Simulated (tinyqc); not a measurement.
# MOSFET with velocity saturation and source resistance: effects of single changes

Strong inversion, charge Q = Cox (Vg - m V) at channel potential V with Vg the gate overdrive, and drift velocity v = mu E/(1 + mu E/vsat). Integrating along the channel gives I = mu Cox (1/L)(Vg Vd - m Vd^2/2)/(1 + Vd/Vc) per width, Vc = vsat L/mu, which peaks at Vdsat. Units: I in uA/um, Rs in ohm um, so the drop over Rs is 1e-6 I Rs volts.

Inputs (values chosen for the exercise):
- Cox = 1.08 uF/cm^2 (gate capacitance)
- mu0 = 560 cm^2/(V s) (mobility at low gate voltage)
- th = 0 1/V (mobility degradation)
- vsat = 1.1e7 cm/s (saturation velocity)
- m = 1.25 (body factor)
- VT = 0.33 V (threshold)
- L = 0.18 um (channel length)
- Rs = 300 ohm um (source resistance)
- Vgs = 1.8 V (gate voltage)

Each table varies one quantity; the others keep the values above.

## Effect of the mobility degradation

Vg = Vgs - I Rs - VT (0 if negative), mu = mu0/(1 + th Vg), Vc = vsat L/mu, x = sqrt(1 + 2 Vg/(m Vc)), Vdsat = 2 Vg/(m (1 + x)), Isat = Cox vsat Vg (x - 1)/(x + 1) per width. I = Isat is solved self-consistently; gm = dI/dVgs; Vdsat is the intrinsic value. The velocity at the source is I/(Cox Vg).

Effect of the mobility degradation:
```
th (1/V)   Vc (V)  Vdsat (V)  Isat (uA/um)  gm (uS/um)  velocity at the source/vsat
0         0.35357    0.56458        669.38      599.20                      0.44395
0.2       0.44436    0.60933        620.39      540.68                      0.40675
0.4       0.53690    0.64709        579.06      494.12                      0.37602
0.6       0.63083    0.67954        543.52      455.87                      0.35006
0.8       0.72588    0.70785        512.53      423.71                      0.32777
1         0.82186    0.73283        485.19      396.20                      0.30836
1.2       0.91861    0.75507        460.83      372.32                      0.29128
```

What does the comparison show?

As th goes from 0 to 1.2 1/V, Isat falls from 669 to 461 uA/um, Vdsat rises from 0.565 to 0.755 V and gm falls from 599 to 372 uS/um; the velocity at the source goes from 0.44 to 0.29 of vsat.

## Output curve without source resistance

Vg = Vgs - VT (0 if negative), mu = mu0/(1 + th Vg), Vc = vsat L/mu, x = sqrt(1 + 2 Vg/(m Vc)), Vdsat = 2 Vg/(m (1 + x)), Isat = Cox vsat Vg (x - 1)/(x + 1) per width. Below Vdsat the formula of the introduction holds, beyond it I = Isat; constant velocity-field slope (Vc infinite) gives the second column, with saturation at Vg/m.

Result of one run:
```
Vd (V)  I without velocity saturation (uA/um)  I (uA/um)
1.03                                   2859.5     818.99
```

What becomes of these results when the drain voltage Vd is changed from 1.03 to 0.75 V, all else the same?

Result of the changed run:
```
Vd (V)  I without velocity saturation (uA/um)  I (uA/um)
0.75                                   2523.2     818.99
```

The whole series:
```
Vd (V)  I without velocity saturation (uA/um)  I (uA/um)
0.2                                    903.84     577.29
0.34                                   1436.6     732.34
0.48                                   1887.0     800.39
0.61                                   2231.5     818.82
0.75                                   2523.2     818.99
0.89                                   2732.5     818.99
1.03                                   2859.5     818.99
1.16                                   2903.7     818.99
1.3                                    2904.2     818.99
```

Velocity saturation lowers the current by 36 % in the first row and 72 % in the last, and moves saturation from Vg/m = 1.18 V to 0.624 V.

## Effect of the saturation velocity

Same model as above.

Results:
```
vsat (cm/s)  Vc (V)  Vdsat (V)  Isat (uA/um)  gm (uS/um)  velocity at the source/vsat
4e6          0.1286     0.4160         363.3       300.3                       0.6180
7.8e6        0.2507     0.5145         556.0       484.1                       0.5065
1.1e7        0.3536     0.5646         669.4       599.2                       0.4440
1.5e7        0.4821     0.6074         774.8       710.6                       0.3865
2.1e7        0.6750     0.6500         887.4       834.2                       0.3250
3e7          0.9643     0.6897         998.8       961.4                       0.2634
```

Estimate the missing row, vsat = 5.6e6 cm/s.

Computed row:
```
vsat (cm/s)  Vc (V)  Vdsat (V)  Isat (uA/um)  gm (uS/um)  velocity at the source/vsat
5.6e6        0.1800     0.4653         454.7       385.7                       0.5638
```

With this row back in the table: As vsat goes from 4e6 to 3e7 cm/s, Isat rises from 363 to 999 uA/um, Vdsat rises from 0.416 to 0.690 V and gm rises from 300 to 961 uS/um; the velocity at the source goes from 0.62 to 0.26 of vsat. Isat goes as vsat^(0.67) between the first two rows and as vsat^(0.33) between the last two.

Program tinyqc, `OMP_NUM_THREADS=1 python tinyqc.py 2500105 2500106 out.jsonl`; Intel Xeon 2.30GHz, shared host, one thread, about 0.01 s.
